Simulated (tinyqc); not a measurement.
Growing the shell: core-shell quantum dot (spherical envelope functions).

Parabolic bands; strain and other valleys are left out. s states, u = r psi, hard wall at R + H, c = hbar^2/2m0, energies from the band edges of the core. Core: u = sin(k1 r)/k1, k1 = sqrt(m1 E/c). At R, psi and psi'/m are continuous, so u is continuous and its slope in the shell is s = u/R + (m2/m1)(u' - u/R). Shell: u(R + x) = u(R) cos(k2 x) + s sin(k2 x)/k2, k2 = sqrt(m2 (E - V)/c); for negative arguments the functions turn into sinh and cosh. A level has u(R + H) = 0.

Overlap = (integral of u_e u_h)^2 with normalised u. Coulomb integrals J_ab = (q/eps) double integral of u_a(r)^2 u_b(s)^2/max(r, s), q = e^2/(4 pi eps0), one eps everywhere. Exciton E = Eg + E_e + E_h - J_eh; first-order biexciton shift J_ee + J_hh - 2 J_eh (positive: repulsive).

Constants: hbar^2/2m0 = 3.80998211 eV angstrom^2; e^2/(4 pi eps0) = 14.39964547 eV angstrom; hc = 1239.841984 eV nm.

Parameters, chosen for this exercise (near those of a CdSe/CdS core-shell dot; the results hold for these values, not for the real material): R = 20 angstrom (core radius); Vc = 0.293 eV (conduction edge of the shell above that of the core); Vv = 0.453 eV (hole barrier of the shell); me1 = 0.132 m0 (electron, core); me2 = 0.211 m0 (electron, shell); mh1 = 0.463 m0 (hole, core); mh2 = 0.812 m0 (hole, shell); Eg = 1.719 eV (gap of the core); eps = 5.7 (dielectric constant); Hs = (2, 7, 11, 20, 26, 40, 54) angstrom (shell thicknesses).

All quantities anew for each H.

Results:
```
H (angstrom)  E_e (eV)  E_h (eV)  electron in core  overlap  J_eh (meV)  E (eV)  biexciton shift (meV)
2               0.5274    0.1503             0.990    1.000       195.2   2.202                    0.0
7               0.3292    0.1206             0.878    0.977       167.1   2.002                    1.5
11              0.2771    0.1187             0.792    0.932       158.5   1.956                    4.0
20              0.2406    0.1184             0.677    0.836       148.0   1.930                    9.0
26              0.2337    0.1184             0.638    0.795       144.1   1.927                   11.2
54              0.2284    0.1184             0.586    0.736       138.2   1.928                   14.5
```

Give the missing row, H (angstrom) = 40.

Computed row:
```
H (angstrom)  E_e (eV)  E_h (eV)  electron in core  overlap  J_eh (meV)  E (eV)  biexciton shift (meV)
40              0.2292    0.1184             0.598    0.750       139.6   1.927                   13.7
```

The line moves by -274 meV: the electron gives -299, the hole -32 and the weaker attraction +57 meV. Over the last step E_e moves by -0.8 meV and E_h by 0.0 meV; the electron level lies below the shell edge Vc, so it is bound to the core and settles. The overlap goes from 1.000 to 0.736, which scales the radiative lifetime by 1.4 if the rate is proportional to it. Up to H = 11 angstrom E_e exceeds 0.15 Eg, where a parabolic band overstates it.

(tinyqc, `OMP_NUM_THREADS=1 python tinyqc.py 1282303 1282304 out.jsonl`, Intel(R) Xeon(R) Processor @ 2.30GHz, 1 thread, shared host, about 0.08 s.)
